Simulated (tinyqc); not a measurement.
From results back to parameters: periodic multilayer mirror for extreme ultraviolet light. Three cases, with inputs chosen for the exercise.

Problem. With a mean index 1 - dm the Bragg wavelength is lam_B = 2 L sqrt((1 - dm)^2 - sin^2 theta). It is given at 0 degrees and at th2; L and dm are hidden. Then the absorber share is Gm = (dm - delta_S)/(delta_A - delta_S), with the first entries of dS and dA; L is the period.

Case 1.

Values chosen (out of a larger set: optical constants near those of Mo and Si at 13.5 nm; not measured data): th2 = 10 degrees (second angle); dA = (0.0738, 0.00593) (delta and beta of the absorber, N = 1 - delta + i beta); dS = (0.0008, 0.00169) (delta and beta of the spacer and the substrate).

lam_B at 0 = 13.508874 nm
lam_B at th2 = 13.288959 nm

Case 2.

Values chosen (out of a larger set: optical constants near those of Mo and Si at 13.5 nm; not measured data): th2 = 20 degrees (second angle); dA = (0.0736, 0.00682) (delta and beta of the absorber, N = 1 - delta + i beta); dS = (0.0008, 0.00191) (delta and beta of the spacer and the substrate).

lam_B at 0 = 13.503850 nm
lam_B at th2 = 12.639331 nm

Case 3.

Values chosen (out of a larger set: optical constants near those of Mo and Si at 13.5 nm; not measured data): th2 = 10 degrees (second angle); dA = (0.0755, 0.00654) (delta and beta of the absorber, N = 1 - delta + i beta); dS = (0.0008, 0.00186) (delta and beta of the spacer and the substrate).

lam_B at 0 = 13.506628 nm
lam_B at th2 = 13.289837 nm

Find: L; dm; Gm.

Solution. The difference of the squares is 4 L^2 sin^2(th2); then 1 - dm = lam_B(0)/(2 L).

Case 1.

L = 6.990 nm
dm = 0.0337
Gm = 0.45

Case 2.

L = 6.950 nm
dm = 0.0285
Gm = 0.38

Case 3.

L = 6.940 nm
dm = 0.0269
Gm = 0.35

Computed by tinyqc, one run a case: `OMP_NUM_THREADS=1 python tinyqc.py N N+1 out.jsonl` with N = 1651495, 1651508, 1651538; one thread of a shared Intel(R) Xeon(R) Processor @ 2.30GHz, about 0.01 s a run at most.
